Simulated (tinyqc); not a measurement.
Worked calculation: Hartree-Fock atom on a uniform radial grid, spin-unpolarised, for He. Computed by tinyqc, a small Python program that keeps every step. Settings: Z = 2, points = 256, R = 10.6, functional = hf2, mixing = 1.0, iteration cap = 59. Command: `OMP_NUM_THREADS=1 python tinyqc.py 23796 23797 out.jsonl` (the two numbers bound the seeds that draw the settings). One thread of a shared host (Intel(R) Xeon(R) Processor @ 2.60GHz), about 0.2 s of CPU time with the checks. Later iterations appear only in the table of the cycle.

## Iteration 1

Spherical atom on a uniform radial grid r_j = j h with h = R/(N + 1), h sum u^2 = 1 and integrals as h times sums, u(0) = u(R) = 0 (atomic units):

| parameter | value |
|---|---|
| Z | 2 |
| points N | 256 |
| R | 10.600000 |
| h | 0.041245 |
| mixing | 1.000000 |
| electrons in 1s | 2 |

Three-point differences turn -u''/2 + [l(l+1)/2r^2 - Z/r + V] u = e u into a tridiagonal matrix (diagonal 1/h^2 + potential, off-diagonal -1/2h^2). D = sum f u^2; the Hartree potential y/r solves y'' = -D/r with y(0) = 0, y(R) = N_e; for two electrons in one orbital exchange is -V_H/2 (Hartree-Fock); E = sum f e - int D V + int D (V_H/2 + eps_xc); V(new) = V + mixing (V_H + v_xc - V).

eigenvalues (hartree): 1s -1.996609

Every 16th grid point:

| r | V in | u(1s) | D | V_H | v_xc |
|---|---|---|---|---|---|
| 0.659922 | 0.000000 | 0.997191 | 1.988780 | 2.528257 | -1.264128 |
| 1.319844 | 0.000000 | 0.533649 | 0.569562 | 1.487127 | -0.743564 |
| 1.979767 | 0.000000 | 0.214187 | 0.091752 | 1.008386 | -0.504193 |
| 2.639689 | 0.000000 | 0.076415 | 0.011679 | 0.757540 | -0.378770 |
| 3.299611 | 0.000000 | 0.025559 | 0.001306 | 0.606123 | -0.303062 |
| 3.959533 | 0.000000 | 0.008207 | 0.000135 | 0.505109 | -0.252555 |
| 4.619455 | 0.000000 | 0.002562 | 0.000013 | 0.432951 | -0.216476 |
| 5.279377 | 0.000000 | 0.000783 | 1.23e-06 | 0.378833 | -0.189416 |
| 5.939300 | 0.000000 | 0.000236 | 1.11e-07 | 0.336740 | -0.168370 |
| 6.599222 | 0.000000 | 0.000070 | 9.83e-09 | 0.303066 | -0.151533 |
| 7.259144 | 0.000000 | 0.000021 | 8.52e-10 | 0.275515 | -0.137757 |
| 7.919066 | 0.000000 | 0.000006 | 7.26e-11 | 0.252555 | -0.126278 |
| 8.578988 | 0.000000 | 1.75e-06 | 0 | 0.233128 | -0.116564 |
| 9.238911 | 0.000000 | 5.00e-07 | 0 | 0.216476 | -0.108238 |
| 9.898833 | 0.000000 | 1.34e-07 | 0 | 0.202044 | -0.101022 |
| 10.558755 | 0.000000 | 5.97e-09 | 0 | 0.189416 | -0.094708 |

total energy = -2.74407046 hartree

## Iteration 2

As before.

eigenvalues (hartree): 1s -0.818401

Every 16th grid point:

| r | V in | u(1s) | D | V_H | v_xc |
|---|---|---|---|---|---|
| 0.659922 | 1.264128 | 0.893463 | 1.596553 | 2.219899 | -1.109950 |
| 1.319844 | 0.743564 | 0.644584 | 0.830977 | 1.424292 | -0.712146 |
| 1.979767 | 0.504193 | 0.374999 | 0.281249 | 0.997292 | -0.498646 |
| 2.639689 | 0.378770 | 0.200276 | 0.080221 | 0.755659 | -0.377829 |
| 3.299611 | 0.303062 | 0.102009 | 0.020812 | 0.605806 | -0.302903 |
| 3.959533 | 0.252555 | 0.050405 | 0.005081 | 0.505056 | -0.252528 |
| 4.619455 | 0.216476 | 0.024387 | 0.001189 | 0.432942 | -0.216471 |
| 5.279377 | 0.189416 | 0.011616 | 0.000270 | 0.378831 | -0.189415 |
| 5.939300 | 0.168370 | 0.005468 | 0.000060 | 0.336740 | -0.168370 |
| 6.599222 | 0.151533 | 0.002549 | 0.000013 | 0.303066 | -0.151533 |
| 7.259144 | 0.137757 | 0.001179 | 2.78e-06 | 0.275515 | -0.137757 |
| 7.919066 | 0.126278 | 0.000542 | 5.87e-07 | 0.252555 | -0.126278 |
| 8.578988 | 0.116564 | 0.000246 | 1.21e-07 | 0.233128 | -0.116564 |
| 9.238911 | 0.108238 | 0.000109 | 2.36e-08 | 0.216476 | -0.108238 |
| 9.898833 | 0.101022 | 0.000042 | 3.48e-09 | 0.202044 | -0.101022 |
| 10.558755 | 0.094708 | 2.19e-06 | 0 | 0.189416 | -0.094708 |

total energy = -2.84673611 hartree

## Convergence

Stop when input and output potentials agree to 1e-7.

Course of the cycle (hartree):

| iteration | E | e(1s) | largest \|V(out) - V(in)\| |
|---|---|---|---|
| 1 | -2.74407046 | -1.996609 | 1.99e+00 |
| 2 | -2.84673611 | -0.818401 | 4.06e-01 |
| 3 | -2.85522739 | -0.948912 | 1.21e-01 |
| 4 | -2.85596696 | -0.906479 | 3.55e-02 |
| 5 | -2.85603116 | -0.918592 | 1.05e-02 |
| 6 | -2.85603674 | -0.914988 | 3.09e-03 |
| 7 | -2.85603723 | -0.916047 | 9.11e-04 |
| 8 | -2.85603727 | -0.915735 | 2.69e-04 |
| 9 | -2.85603727 | -0.915827 | 7.92e-05 |
| 10 | -2.85603727 | -0.915800 | 2.34e-05 |
| 11 | -2.85603727 | -0.915808 | 6.89e-06 |
| 12 | -2.85603727 | -0.915805 | 2.03e-06 |
| 13 | -2.85603727 | -0.915806 | 5.99e-07 |
| 14 | -2.85603727 | -0.915806 | 1.76e-07 |
| 15 | -2.85603727 | -0.915806 | 5.20e-08 |

Converged in 15 iterations. A uniform grid resolves the cusp poorly: for a bare nucleus this grid gives 1s at -1.99661 against -Z^2/2 = -2 hartree. Before convergence this energy mixes input and output and is not variational, so it may rise towards its limit.
